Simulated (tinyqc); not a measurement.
On-chip interconnect, size-dependent resistivity and RC delay: delay against the aspect ratio.

A rectangular line between two neighbours and two ground planes. Surface and grain-boundary scattering are added to the bulk resistivity as corrections; capacitances are parallel-plate values without fringing; inductance is ignored.

Metal width x = wd - 2 tl, height y = AR wd - tl; grain boundaries (Mayadas-Shatzkes): al = (lam/(gr x)) Rg/(1 - Rg), g = 1/[1 - 3 al/2 + 3 al^2 - 3 al^3 ln(1 + 1/al)] - 1; surfaces (Fuchs-Sondheimer, thick limit): s = (3/8) lam (1 - ps)(1/x + 1/y); rho = rho0 (1 + g + s); r = rho/(x y); c = eps0 ek (2 wd/hd + 2 Mf AR wd/sp). Elmore delay tE = Rd (c Lw + Cl) + r Lw (c Lw/2 + Cl); t50 is the time at which the far end of a ladder of 30 pi sections (half capacitances at both ends, Cl at the far end, a step applied through Rd) reaches half the step; line share r Lw/(Rd + r Lw); estimate 0.69 Rd (c Lw + Cl) + 0.38 r c Lw^2 + 0.69 r Lw Cl.

Values chosen for this exercise; metal values close to those of copper: bulk resistivity rho0 = 1.65 uohm cm; bulk mean free path lam = 40.6 nm; specular share of surface scattering ps = 0.1; reflection coefficient of grain boundaries Rg = 0.52; grain size over the metal width gr = 1; drawn line width wd = 20 nm; liner on both walls and the bottom, not conducting tl = 1.6 nm; space to the neighbouring lines sp = 30 nm; dielectric height to the planes above and below hd = 41 nm; relative permittivity of the dielectric ek = 2.2; Miller factor of the neighbours Mf = 2; line length Lw = 180 um; driver resistance Rd = 490 ohm; load capacitance Cl = 0.068 fF.

Constants: eps0 = 8.8541878128e-12 F/m. Results are converted to the units shown.

Delay against the aspect ratio:

| AR | rho (uohm cm) | r (ohm/um) | c (fF/um) | tE (ps) | t50 (ps) | estimate (ps) | line share of the resistance (%) |
|---|---|---|---|---|---|---|---|
| 0.8 | 10.42 | 430.6 | 0.06056 | 433.1 | 328.1 | 328.4 | 99.37 |
| 1.2 | 9.857 | 261.9 | 0.08134 | 355.5 | 269.3 | 269.5 | 98.97 |
| 1.6 | 9.591 | 187.8 | 0.1021 | 322.0 | 243.9 | 243.9 | 98.57 |
| 2 | 9.436 | 146.3 | 0.1229 | 303.9 | 230.1 | 230.1 | 98.17 |
| 2.4 | 9.335 | 119.7 | 0.1437 | 292.9 | 221.8 | 221.6 | 97.78 |
| 2.8 | 9.263 | 101.4 | 0.1644 | 285.8 | 216.4 | 216.1 | 97.38 |
| 3.2 | 9.210 | 87.85 | 0.1852 | 281.1 | 212.8 | 212.4 | 96.99 |
| 3.6 | 9.169 | 77.52 | 0.2060 | 277.9 | 210.4 | 209.8 | 96.61 |
| 4 | 9.136 | 69.36 | 0.2268 | 275.7 | 208.8 | 208.1 | 96.22 |

As AR goes from 0.8 to 4, r falls from 431 to 69.4 ohm/um, c rises from 0.0606 to 0.227 fF/um and t50 falls from 328 to 209 ps. t50/tE stays at 0.757, and the estimate is within 0.32 % of t50.

Range of the model: The metal width is under the mean free path, where the thick-limit surface term and the simple sum of corrections lose accuracy.

Program tinyqc, `OMP_NUM_THREADS=1 python tinyqc.py 2100008 2100009 out.jsonl`; Intel Xeon 2.30GHz, shared host, one thread, about 0.01 s.
